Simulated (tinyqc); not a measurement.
UKS/BLYP in the 6-311g basis, for H2-, spin multiplicity 2, step by step. The basis has no diffuse functions, so it cannot describe the extra electron: this is an exercise in the method, not the real anion. One step of it, computed by the program tinyqc.

Question. Iteration 18 (converged): orbitals. Diagonalise F' = X^T F X, C = X C', fill 2 alpha and 1 beta electrons from the bottom; D(s) = C_occ C_occ^T. Each column has its largest component positive (the first on a tie).

converged F(alpha) (hartree), lower triangle:
```
           1H 1s      1H 2s      1H 3s      2H 1s     2H 2s     2H 3s
1H 1s   0.811751
1H 2s  -0.072605   0.146240
1H 3s  -0.178627   0.018561   0.099086
2H 1s  -0.106120  -0.127440  -0.131126   0.811751
2H 2s  -0.127440  -0.050858  -0.029195  -0.072605  0.146240
2H 3s  -0.131126  -0.029195   0.045436  -0.178627  0.018561  0.099086
```

converged F(beta) (hartree), lower triangle:
```
           1H 1s      1H 2s      1H 3s      2H 1s     2H 2s     2H 3s
1H 1s   0.878809
1H 2s  -0.035017   0.182697
1H 3s  -0.160057   0.043627   0.124394
2H 1s  -0.105883  -0.121385  -0.121128   0.878809
2H 2s  -0.121385  -0.043512  -0.017021  -0.035017  0.182697
2H 3s  -0.121128  -0.017021   0.061130  -0.160057  0.043627  0.124394
```

X, lower triangle:
```
           1H 1s      1H 2s      1H 3s      2H 1s      2H 2s     2H 3s
1H 1s   1.374389
1H 2s  -0.748806   2.139330
1H 3s   0.207532  -1.021920   2.149964
2H 1s   0.037040   0.022823  -0.052910   1.374389
2H 2s   0.022823  -0.283421   0.212991  -0.748806   2.139330
2H 3s  -0.052910   0.212991  -0.931507   0.207532  -1.021920  2.149964
```

Give: F' = X^T F X; orbital energies; coefficients C; F' = X^T F X; orbital energies; coefficients C; D(alpha) after iteration 18; D(beta) after iteration 18.

Answer.

F' = X^T F X (alpha) (hartree), lower triangle:
```
         1        2        3        4        5       6
1   1.6669
2  -1.0395   1.1031
3   0.0399  -0.2959   0.3227
4   0.0697  -0.0805  -0.0812   1.6669
5  -0.0805  -0.1009   0.0379  -1.0395   1.1031
6  -0.0812   0.0379  -0.0746   0.0399  -0.2959  0.3227
```

orbital energies (alpha) (hartree): MO1 -0.0178, MO2 0.2029, MO3 0.4507, MO4 0.5698, MO5 2.4257, MO6 2.5541

coefficients C (alpha):
```
          MO1      MO2      MO3      MO4      MO5      MO6
1H 1s  0.1654   0.1367  -0.0784  -0.1333  -1.0906  -1.1127
1H 2s  0.2223   0.1191  -0.8839  -1.1467   1.6328   1.2174
1H 3s  0.2640   1.2340   0.8893   1.7261  -1.0209  -0.4700
2H 1s  0.1654  -0.1367  -0.0784   0.1333   1.0906  -1.1127
2H 2s  0.2223  -0.1191  -0.8839   1.1467  -1.6328   1.2174
2H 3s  0.2640  -1.2340   0.8893  -1.7261   1.0209  -0.4700
```

F' = X^T F X (beta) (hartree), lower triangle:
```
         1        2        3        4        5       6
1   1.7399
2  -1.0395   1.1350
3   0.0434  -0.2911   0.3493
4   0.0695  -0.0795  -0.0791   1.7399
5  -0.0795  -0.1155   0.0372  -1.0395   1.1350
6  -0.0791   0.0372  -0.0836   0.0434  -0.2911  0.3493
```

orbital energies (beta) (hartree): MO1 0.0157, MO2 0.2506, MO3 0.4719, MO4 0.6156, MO5 2.4876, MO6 2.6070

coefficients C (beta):
```
          MO1      MO2      MO3      MO4      MO5      MO6
1H 1s  0.1552   0.1313   0.0722  -0.1286  -1.0918  -1.1146
1H 2s  0.2137   0.0892   0.8986  -1.1624   1.6236   1.2082
1H 3s  0.2784   1.2806  -0.8877   1.6987  -1.0094  -0.4646
2H 1s  0.1552  -0.1313   0.0722   0.1286   1.0918  -1.1146
2H 2s  0.2137  -0.0892   0.8986   1.1624  -1.6236   1.2082
2H 3s  0.2784  -1.2806  -0.8877  -1.6987   1.0094  -0.4646
```

D(alpha) after iteration 18, lower triangle:
```
         1H 1s    1H 2s    1H 3s   2H 1s   2H 2s   2H 3s
1H 1s   0.0460
1H 2s   0.0531   0.0636
1H 3s   0.2123   0.2057   1.5924
2H 1s   0.0087   0.0205  -0.1250  0.0460
2H 2s   0.0205   0.0352  -0.0883  0.0531  0.0636
2H 3s  -0.1250  -0.0883  -1.4530  0.2123  0.2057  1.5924
```

D(beta) after iteration 18, lower triangle:
```
        1H 1s   1H 2s   1H 3s   2H 1s   2H 2s   2H 3s
1H 1s  0.0241
1H 2s  0.0332  0.0457
1H 3s  0.0432  0.0595  0.0775
2H 1s  0.0241  0.0332  0.0432  0.0241
2H 2s  0.0332  0.0457  0.0595  0.0332  0.0457
2H 3s  0.0432  0.0595  0.0775  0.0432  0.0595  0.0775
```
